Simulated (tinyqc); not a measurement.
# Holstein polaron on two sites, step by step

A worked calculation. Computed by tinyqc, a small Python program that keeps every step. Command: `OMP_NUM_THREADS=1 python tinyqc.py 3018003 3018004 out.jsonl holstein walk`. One thread of a shared host (Intel(R) Xeon(R) Processor @ 2.30GHz), about 0.01 s of CPU time with the checks. Intermediate numbers are printed to about 6 digits and carried at full precision; extremes and crossings named in words are read from the listed rows.

One electron on sites 1 and 2: H = -t (c1+ c2 + c2+ c1) + hbar omega sum_i b_i+ b_i - g hbar omega sum_i n_i (b_i + b_i+). The symmetric phonon shifts the energy by -g^2 hbar omega/2 and drops out; with b = (b_1 - b_2)/sqrt(2) there remains H = -t sigma_x + hbar omega b+ b - (g hbar omega/sqrt(2)) sigma_z (b + b+). Parity splits it into blocks p = +1 and -1 over phonon numbers n. Zero-point energies are left out. Weights Z refer to mode b alone; the displaced symmetric mode multiplies the full zero-phonon weight by exp(-g^2/2).

Inputs (values chosen for the exercise, for a model dimer):
```
quantity                  value  unit
hopping t                   130   meV
phonon energy hbar omega    101   meV
coupling g                0.891     -
phonon levels kept N          5     -
```

## Energy scales

Polaron binding energy E_p = g^2 hbar omega; ratio E_p/t (the adiabatic potential has two wells when it exceeds 1); adiabaticity hbar omega/t.

E_p = 80.1820 meV

E_p/t = 0.616784

hbar omega/t = 0.776923

## The even block in a small basis

Block p: H_nn = n hbar omega - p t (-1)^n - g^2 hbar omega/2, H_(n,n+1) = -(g hbar omega/sqrt(2)) sqrt(n + 1). Take p = +1 and n = 0..N-1.

H, even block (meV):
```
          1        2         3         4         5
1  -170.091  -63.633     0.000     0.000     0.000
2   -63.633  190.909   -89.991     0.000     0.000
3     0.000  -89.991    31.909  -110.216     0.000
4     0.000    0.000  -110.216   392.909  -127.266
5     0.000    0.000     0.000  -127.266   233.909
```

## Levels in the small basis

Diagonalise H; the eigenvector has its largest component positive; Z is the weight of n = 0.

levels (meV): -182.326  -33.241  170.182  239.178  485.752

lowest eigenvector: 0.977998  0.188036  0.088324  0.018151  0.005550

Z in the small basis = 0.956481

## Converged results

Use 60 levels in both blocks; Z = c_0^2 is the weight of n = 0 in the ground state c; the splitting is the lowest odd level less the lowest even one, which without coupling is the smaller of 2t and hbar omega; <sigma_x> = sum (-1)^n c_n^2 measures the kinetic energy.

ground-state energy = -182.326 meV

weight Z of n = 0 in mode b = 0.956456

mean phonon number in b = 0.0521352

splitting = 69.9536 meV

splitting/(2t) = 0.269052

<sigma_x> = 0.928607

The small basis misses the ground-state energy by 0.000913 meV. Mode b stays mostly in its zero-phonon state. Caution: with hbar omega below 2t the lowest odd level starts as a one-phonon state, so the splitting here is a softened phonon and not a narrowed hopping.

## Approximations to the ground state

Second order: E = -t - E_p/2 - (E_p/2) hbar omega/(hbar omega + 2t). Lang-Firsov: E = -E_p - t exp(-g^2). Variable displacement: E(x) = -E_p/2 - t exp(-g^2 x^2) - (E_p/2)(2x - x^2), minimised over 0 <= x <= 1. Adiabatic, classical lattice: E = -E_p/2 - t for E_p < t, else -E_p - t^2/(2 E_p); it leaves out the change of zero-point energy.

Ground-state energy (meV):
```
method                        E  E - exact
second order in g      -181.308     1.0189
Lang-Firsov            -138.953    43.3732
variable displacement  -181.578     0.7486
adiabatic, classical   -170.091    12.2354
```

best displacement x = 0.29379

Closest here is variable displacement (+0.75 meV), furthest Lang-Firsov (+43.37 meV), at hbar omega/t = 0.78 and E_p/t = 0.62. Lang-Firsov and variable displacement are variational and lie above the exact value.

Checks made by the program: 60 against 80 levels (relative difference below 1e-10); Hellmann-Feynman: dE/dt = -<sigma_x> (relative difference below 1e-10).
